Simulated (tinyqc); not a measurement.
# Electron mobility in a silicon inversion layer, empirical terms and Matthiessen rule, step by step

tinyqc, about 0.01 s, one thread, Intel Xeon 2.30GHz (shared host): `OMP_NUM_THREADS=1 python tinyqc.py 2510026 2510027 out.jsonl` Printed values are rounded.

Inversion layer of sheet density Ns on a uniformly doped body, under a high-permittivity gate with an interlayer. The mobility terms are empirical power laws with prefactors chosen for the exercise; adding their inverses (Matthiessen) is itself an approximation.

Inputs (values chosen for the exercise); material values close to those of silicon: temperature T = 250 K; band gap Eg = 1.13 eV; relative permittivity of the semiconductor eps_r = 11.6; conduction-band density of states at T Nc = 2.17e19 cm^-3; valence-band density of states at T Nv = 2.02e19 cm^-3; body doping Nb = 8.7e17 cm^-3; reverse body bias Vsb = 0.3 V; weight of the inversion charge in the effective field eta = 0.5; gate capacitance Cox = 1.96 uF/cm^2; phonon-limited mobility at 1 MV/cm and 300 K Ap = 387 cm^2/(V s); roughness-limited mobility at 1 MV/cm As = 1190 cm^2/(V s); exponent of the roughness term gs = 2; Coulomb prefactor Ac = 3700 cm^2/(V s); charge at the interface Nit = 8.8e11 cm^-2; remote-phonon mobility without interlayer Ar = 370 cm^2/(V s); interlayer thickness ti = 0.5 nm; decay length of remote phonons lr = 0.7 nm; inversion density Ns = 1.4e12 cm^-2; ratio W/L WL = 1; drain voltage Vd = 0.01 V; measured linear current I = 0.336 uA.

Constants: q = 1.602176634e-19 C, kB = 1.380649e-23 J/K, Vt = kB T/q, eps0 = 8.8541878128e-14 F/cm where lengths are in cm. Results are converted to the units shown.

## Depletion charge and effective field

ni = sqrt(Nc Nv) exp(-Eg/(2 Vt)), Eg in volts; Ndep = sqrt(2 eps0 eps_r Nb (2 Vt ln(Nb/ni) + Vsb)/q); E = q (Ndep + eta Ns)/(eps0 eps_r), in MV/cm.

ni = 8.53114e7 cm^-3
Ndep = 3.79764e12 cm^-2
E = 0.701598 MV/cm

The depletion charge gives 84.4 % of the field.

## Mobility terms and their sum

With t = T/(300 K): muC = Ac (Ns/1e12 cm^-2) t/(Nb/1e17 cm^-3 + Nit/1e11 cm^-2), muP = Ap E^(-1/3) t^(-1.75), muS = As E^(-gs), muR = Ar exp(2 ti/lr)/t; 1/mu is the sum of the inverses.

terms (cm^2/(V s)): Coulomb 246.667, phonon 599.214, roughness 2417.52, remote phonon 1852.69
mu = 149.783 cm^2/(V s)
shares of 1/mu (%): Coulomb 60.7230, phonon 24.9966, roughness 6.19575, remote phonon 8.08463

The Coulomb term limits most.

## Iteration 1: inversion density for the measured current

Ns at the start = 2.1e12 cm^-2

I = (W/L) q Ns mu Vd. E = q (Ndep + eta Ns)/(eps0 eps_r) in MV/cm. With t = T/(300 K): muC = Ac (Ns/1e12 cm^-2) t/(Nb/1e17 cm^-3 + Nit/1e11 cm^-2), muP = Ap E^(-1/3) t^(-1.75), muS = As E^(-gs), muR = Ar exp(2 ti/lr)/t; 1/mu is the sum of the inverses. Ns(new) = I/((W/L) q mu Vd).

E = 0.756196 MV/cm
mu = 184.025 cm^2/(V s)
Ns after iteration 1 = 1.13960e12 cm^-2

## Iteration 2: inversion density for the measured current

As before.

E = 0.681288 MV/cm
mu = 132.226 cm^2/(V s)
Ns after iteration 2 = 1.58603e12 cm^-2

## Course of the iteration: inversion density for the measured current

Stop when Ns changes by less than 1e5 cm^-2, or after 120 iterations.

Course of the iteration:
```
iteration  Ns (cm^-2)  |change| (cm^-2)
1          1.13960e12           9.60e11
2          1.58603e12           4.46e11
3          1.30642e12           2.80e11
4          1.45801e12           1.52e11
5          1.36817e12           8.98e10
6          1.41887e12           5.07e10
7          1.38942e12           2.95e10
8          1.40625e12           1.68e10
9          1.39654e12            9.71e9
...               ...               ...
22         1.40008e12            7.28e6
23         1.40007e12            4.18e6
24         1.40008e12            2.41e6
25         1.40008e12            1.38e6
26         1.40008e12            7.95e5
27         1.40008e12            4.57e5
28         1.40008e12            2.63e5
29         1.40008e12            1.51e5
30         1.40008e12            8.69e4
```

Converged in 30 iterations. At the end each change is about 0.57 times the one before, with alternating sign: linear convergence.

## Split C-V extraction

```
point  Vg (V)  Cgc (uF/cm^2)       I (uA)
0         0.1     1.78844e-5  3.01944e-12
1         0.2     5.42807e-4   2.78207e-9
2         0.3      0.0163462   2.54032e-6
3         0.4       0.398645   0.00181206
4         0.5        1.73603     0.126754
5         0.6        1.95171     0.559779
6         0.7        1.95973      1.08654
7         0.8        1.95999      1.60303
8         0.9        1.96000      2.07759
9           1        1.96000      2.50058
10        1.1        1.96000      2.87092
11        1.2           1.96      3.19111
12        1.3           1.96      3.46513
```

Q(Vg) is the trapezoid sum of Cgc from the first point (where Q is taken as 0); mu_eff = I/((W/L) Q Vd); mu_FE = (dI/dVg)/((W/L) Cox Vd) with a backward difference. Listed from point 4 on.

```
point  Q (uC/cm^2)  mu_eff (cm^2/(V s))  mu_FE (cm^2/(V s))
4         0.128356              98.7522             63.7461
5         0.312743              178.990             220.931
6         0.508314              213.753             268.755
7         0.704300              227.606             263.518
8         0.900300              230.766             242.119
9          1.09630              228.093             215.813
10         1.29230              222.156             188.951
11         1.48830              214.413             163.363
12         1.68430              205.731             139.804
```

At the last point mu_FE is 32 % below mu_eff: where the mobility falls with gate voltage the slope of I understates it.
